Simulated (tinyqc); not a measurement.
# Bandgap voltage reference from two bipolar transistors: output against temperature

Two transistors of area 1 and N carry the same current I. Is(T) = Is (T/T0)^eta exp[(Vg0 q/kB)(1/T0 - 1/T)], VBE1 = Vt ln(I/Is(T)) + I rb, VBE2 = Vt ln(I/(N Is(T))) + I rb/N. The amplifier forces I R1(T) = VBE1 - VBE2 + Vos, with R(T) = R (1 + tc (T - T0)) for both resistors, and the output is Vref = VBE1 + I R2(T). Base currents and the Early effect are neglected.

Vt = kB T/q; I = (Vt ln N + Vos)/(R1(T) - rb (1 - 1/N)).

Inputs (values chosen for the exercise); values of the order met in silicon bipolar transistors:
```
symbol    value   unit                                                   meaning
T0          298      K                                     reference temperature
Vg0       1.195      V                      band-gap voltage extrapolated to 0 K
eta         3.2                   temperature exponent of the saturation current
Is      6.1e-18      A           saturation current of the unit transistor at T0
N            10                              area ratio of the second transistor
R1          5.1   kohm  resistor across which the difference of VBE falls, at T0
tc            0  ppm/K                 temperature coefficient of both resistors
Vos           0     mV                                   offset of the amplifier
rb           17    ohm                  series resistance of the unit transistor
R2        46.52   kohm                                     output resistor at T0
```

Constants: q = 1.602176634e-19 C, kB = 1.380649e-23 J/K. Results are converted to the units shown.

Result of one run:
```
I (uA)	VBE1 (V)	I R2 (V)	Vref (V)	Vref - Vref(T0) (mV)	dVref/dT (uV/K)
14.56	0.5925	0.6771	1.270	2.322	10.47
```

Which temperature T gave this result: 253, 323, 348, 373 or 398 K?

T = 373 K.

The whole series:
```
T (K)	I (uA)	VBE1 (V)	I R2 (V)	Vref (V)	Vref - Vref(T0) (mV)	dVref/dT (uV/K)
218	8.507	0.8651	0.3957	1.261	-6.490	112.3
233	9.092	0.8394	0.4230	1.262	-4.901	99.68
253	9.873	0.8049	0.4593	1.264	-3.066	84.07
273	10.65	0.7702	0.4956	1.266	-1.530	69.64
298	11.63	0.7263	0.5410	1.267	0	53.03
323	12.60	0.6821	0.5864	1.268	1.132	37.76
348	13.58	0.6375	0.6317	1.269	1.897	23.63
373	14.56	0.5925	0.6771	1.270	2.322	10.47
398	15.53	0.5472	0.7225	1.270	2.428	-1.824
423	16.51	0.5016	0.7679	1.270	2.237	-13.37
```

VBE1 falls by 1.77 mV/K on average and I R2 rises by 1.82 mV/K. The slope of Vref vanishes at T = 394 K. Between 233 and 398 K Vref spans 7.33 mV, or 35.1 ppm/K by the box method (span over the average over T, over 165 K).

Numbers from tinyqc (`OMP_NUM_THREADS=1 python tinyqc.py 2062188 2062189 out.jsonl`; about 0.03 s on one thread of a shared Intel Xeon 2.30GHz).
